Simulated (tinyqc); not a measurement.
Worked calculation: coupled-perturbed Hartree-Fock on RHF in the sto-3g basis, for H4, spin multiplicity 1. One step of it, computed by the program tinyqc.

Problem. Response to a field: uncoupled start. Field along z; U_ai = -mu_ai / (e_a - e_i), alpha = -4 sum U_ai mu_ai.

orbital energies (hartree): MO1 -0.556429, MO2 -0.475043, MO3 0.414640, MO4 0.661693

dipole integrals <a|z|i> (bohr):
```
           i1         i2
a3   0.001666  -1.393354
a4  -0.639381   0.000487
```

Give: uncoupled U; uncoupled polarisability.

Solution.

uncoupled U:
```
         i1       i2
a3  -0.0017   1.5661
a4   0.5249  -0.0004
```

uncoupled polarisability = 10.0711 bohr^3
